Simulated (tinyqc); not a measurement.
Nanosheet or nanowire with hard walls, valleys of the Si type: sweeps and comparisons. A value that a table varies takes the place of the one given here.

Six ellipsoidal valleys along the cube axes: inverse mass tensor w = 1/mt + (1/ml - 1/mt) a a^T with a the unit axis. Device axes: x along the channel, z = [001], y = z x x.

Hard walls around a W x H rectangle. The block w_c of w in (y, z) confines; the transport mass follows from 1/m_x = w_xx - w_xc w_c^-1 w_cx. The cross-section problem c (w_yy ky^2 + 2 w_yz ky kz + w_zz kz^2), c = hbar^2/2m0, is solved in products sin(n pi y/W) sin(l pi z/H), n, l = 1 to 12; if w_yz = 0 the levels are c pi^2 (w_yy n^2/W^2 + w_zz l^2/H^2). The w_yz term couples (n, l) to (n', l') by -2 c w_yz D_nn'(W) D_ll'(H) with D_nm(L) = 4 n m/(L (n^2 - m^2)) for n + m odd and 0 otherwise.

Without degeneracy the line density is N1 exp((EF - Ec)/kB T) with N1 = sum 2 g sqrt(m_x kB T/(4 pi c)) exp(-E/kB T), here over n, l up to 80 where w_yz = 0 and over all levels of a 12 x 12 sine basis otherwise; the classical value is W H Nc with Nc = 2 g_all (m_dos kB T/(4 pi c))^(3/2), m_dos = (ml mt^2)^(1/3); dVt = kB T ln(W H Nc/N1).

Constants: hbar^2/2m0 = 3.80998211 eV angstrom^2; kB = 8.617333262e-05 eV/K.

Inputs chosen for the exercise (near those of Si; the results hold for these values, not for the real material): ml = 0.93 m0 (longitudinal mass); mt = 0.19 m0 (transverse mass); T = 300 K (temperature); g_all = 6 (number of valleys); channel = 110 (transport direction x on a (001) wafer); H = 42 angstrom (height, along z = [001]); Ws = (25, 35, 50, 75, 110, 170, 260) angstrom (widths); W = 195 angstrom (width, along y).

## From wire to sheet

Valleys:

| group | valleys g | w_yy | w_zz | \|w_yz\| | m_x (m0) |
|---|---|---|---|---|---|
| A | 2 | 5.26316 | 1.07527 | 0.00000 | 0.19000 |
| B | 4 | 3.16921 | 5.26316 | 0.00000 | 0.56000 |

Lowest level of each group (groups ordered by w_zz, then w_yy) and dVt against the width.

Results:

| W (angstrom) | A1 (eV) | B1 (eV) | dVt (mV) |
|---|---|---|---|
| 25 | 0.3396 | 0.3029 | 260.4 |
| 35 | 0.1845 | 0.2095 | 162.1 |
| 50 | 0.1021 | 0.1599 | 101.9 |
| 75 | 0.0581 | 0.1334 | 71.2 |
| 110 | 0.0393 | 0.1220 | 59.7 |
| 170 | 0.0298 | 0.1163 | 53.4 |
| 260 | 0.0258 | 0.1140 | 50.1 |

dVt falls from 260 to 50 mV. The lowest group changes from B to A between W = 25 and 35 angstrom (H = 42). At the widest W the lowest level is 0.0258 eV; the film limit c pi^2 w_zz/H^2 of that group is 0.0229 eV.

## Channel direction

The same rectangle along [100] and [110]; groups ordered by w_zz, then w_yy.

Lowest level of each group:

| channel, group | valleys g | w_yy | w_zz | \|w_yz\| | m_x (m0) | E (eV) |
|---|---|---|---|---|---|---|
| [100] A | 2 | 5.263 | 1.075 | 0.000 | 0.190 | 0.0281 |
| [100] B | 2 | 1.075 | 5.263 | 0.000 | 0.190 | 0.1133 |
| [100] C | 2 | 5.263 | 5.263 | 0.000 | 0.930 | 0.1174 |
| [110] A | 2 | 5.263 | 1.075 | 0.000 | 0.190 | 0.0281 |
| [110] B | 4 | 3.169 | 5.263 | 0.000 | 0.560 | 0.1153 |

The lowest subband has m_x = 0.190 m0 and 2 valleys along [100], and 0.190 m0 and 2 valleys along [110]; its edge lies at 0.0281 and 0.0281 eV. These valleys have their axis along z, so turning the channel in the wafer plane leaves them alone; only the higher groups change.

## What each parameter does

E1 and E2 are the two lowest subband edges over all groups. Each row changes one parameter from the base and keeps the others.

Results:

| case | E1 (eV) | E2 - E1 (meV) | m_x of lowest (m0) | dVt (mV) |
|---|---|---|---|---|
| base | 0.0281 | 15.6 | 0.190 | 52.1 |
| W = 185 angstrom | 0.0287 | 17.3 | 0.190 | 52.6 |
| H = 36 angstrom | 0.0364 | 15.6 | 0.190 | 59.8 |
| T = 350 K | 0.0281 | 15.6 | 0.190 | 55.6 |
| ml = 1.023 m0 | 0.0260 | 15.6 | 0.190 | 51.0 |
| mt = 0.171 m0 | 0.0287 | 17.3 | 0.171 | 53.7 |

The largest shifts from the base row, up to three for each result and ties (the steps differ in size, so this ranks the rows, not the parameters). E1 (eV): H +0.0083, ml -0.0021, mt +0.0006, W +0.0006; unchanged at the printed digits by T. E2 - E1 (meV): mt +1.7, W +1.7; unchanged at the printed digits by H, T and ml. m_x of lowest (m0): mt -0.019; unchanged at the printed digits by W, H, T and ml. dVt (mV): H +7.7, T +3.4, mt +1.6.

Run: tinyqc, `OMP_NUM_THREADS=1 python tinyqc.py 1252182 1252183 out.jsonl`; Intel(R) Xeon(R) Processor @ 2.30GHz, one thread, shared host; about 0.02 s of CPU time with all checks.
